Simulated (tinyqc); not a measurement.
# Worked calculation: MOSFET in saturation, small-signal circuit and noise

Program tinyqc, `OMP_NUM_THREADS=1 python tinyqc.py 2150028 2150029 out.jsonl`; Intel Xeon 2.30GHz, shared host, one thread, about 0.01 s. Printed values are rounded.

Bias by the inversion coefficient IC = I/Ispec (charge-based model with velocity saturation; weak inversion below 0.1, strong above 10). Common-source circuit: gm, gds, Cgs, Cgd and Cj at the inner nodes, Rg in series with the gate; quasi-static, no source or drain resistance, no gate-body capacitance, no substrate network, no induced gate noise, so fmax is an upper estimate.

Values chosen for this exercise: temperature T = 400 K; gate length L = 28 nm; total gate width W = 10 um; gate capacitance Cox = 0.95 uF/cm^2; mobility mu = 220 cm^2/(V s); slope factor n = 1.42; velocity-saturation length Ls = 25 nm; ratio gds/gm sg = 0.15; overlap and fringe capacitance per side Cov = 0.22 fF/um; drain junction capacitance Cj = 0.72 fF/um; sheet resistance of the gate Rsh = 5 ohm; finger width Wf = 2 um; gate contact and vertical resistance Rc = 300 ohm um; inversion coefficient IC = 0.091; short-channel excess of the noise factor gw = 0.07; oxide trap density Nt = 9.8e17 cm^-3 eV^-1; tunnelling length into the oxide lt = 0.1 nm; Coulomb scattering coefficient ac = 0 V s/C; signal frequency f = 3 GHz.

Constants: q = 1.602176634e-19 C, kB = 1.380649e-23 J/K, Vt = kB T/q. Results are converted to the units shown.

Range of the model: fmax exceeds 4 fT, where channel resistance and substrate losses, left out here, would cap it.

## Current, transconductance and gain

Ispec = 2 n mu Cox (W/L) Vt^2, lc = Ls/L, gms = [sqrt((lc IC + 1)^2 + 4 IC) - 1]/[2 + lc (lc IC + 1)], gm = gms Ispec/(n Vt), gds = sg gm.

Ispec = 251.868 uA
I = 22.9200 uA
gms = 0.0803213
gm = 0.413315 mS
gds = 0.0619973 mS
gm/I = 18.0330 1/V

gm/I is 88.3 % of its weak-inversion limit 1/(n Vt); without velocity saturation (lc = 0) gms would be 0.0840.

## Capacitances, gate resistance and cut-off frequencies

qs = [sqrt(1 + 4 IC) - 1]/2, Cgs = Cox W L qs (2 qs + 3)/(3 (qs + 1)^2) + Cov W, Cgd = Cov W, Cd = Cj W, Rg = Rsh (Wf/L)/(12 Nf) + Rc/W with Nf = W/Wf fingers (not rounded) contacted at both ends. fT = gm/(2 pi (Cgs + Cgd)), fmax = fT/(2 sqrt(Rg (gds + 2 pi fT Cgd))).

Cgs = 2.40070 fF
Cgd = 2.2 fF
Cd = 7.2 fF
Rg = 35.9524 ohm
fT = 14.2981 GHz
fmax = 73.9943 GHz

Overlap and fringe make up 95.6 % of the gate capacitance; fmax is 5.18 times fT.

## Admittance matrix

Inner admittances at w = 2 pi f: y11 = i w (Cgs + Cgd), y12 = -i w Cgd, y21 = gm - i w Cgd, y22 = gds + i w (Cgd + Cd). Invert to Z, add Rg to Z11 and invert back to Y.

inner y (mS):

|  | 1 | 2 |
|---|---|---|
| 1 | 0.000000+0.086721i | 0.000000-0.041469i |
| 2 | 0.413315-0.041469i | 0.061997+0.177186i |

Y with Rg (mS):

|  | 1 | 2 |
|---|---|---|
| 1 | 0.000270+0.086720i | -0.000129-0.041469i |
| 2 | 0.413182-0.042757i | 0.062061+0.177802i |

## Current gain and unilateral power gain

|h21| = |Y21/Y11|; U = |Y21 - Y12|^2/(4 [Re Y11 Re Y22 - Re Y12 Re Y21]). Extrapolated at 20 dB a decade: f |h21| and f sqrt(U).

|h21| = 4.78996
U = 608.351
f |h21| = 14.3699 GHz
f sqrt(U) = 73.9943 GHz

f |h21| is 0.50 % above the formula for fT, and f sqrt(U) within 0.01 % of that for fmax.

## Noise at the gate

Channel noise Sid = 4 kB T gam n gm with gam = (1/2 + (2/3) qs)/(1 + qs) + gw lc IC, qs = [sqrt(1 + 4 IC) - 1]/2, lc = Ls/L (the last term an empirical rise with velocity saturation); at the gate, white noise Sw = Sid/gm^2 + 4 kB T Rg. Number fluctuation with correlated mobility: S(f) = K/f, K = q^2 Vt lt Nt/(W L Cox^2) (1 + ac mu Cox I/gm)^2, Vt in eV with Nt per eV. Corner fc = K/Sw. Full shot noise would be 2 q I.

gam = 0.518596
Sid = 6.72361e-24 A^2/Hz
Sid/(2 q I) = 0.915478
sqrt(Sw) = 6.33662 nV/Hz^0.5
K = 3.43142e-9 V^2
fc = 85.4593 MHz

The gate resistance gives 2.0 % of the white noise power. In weak inversion gm = I/(n Vt), so with gam = 1/2 the thermal formula equals shot noise.
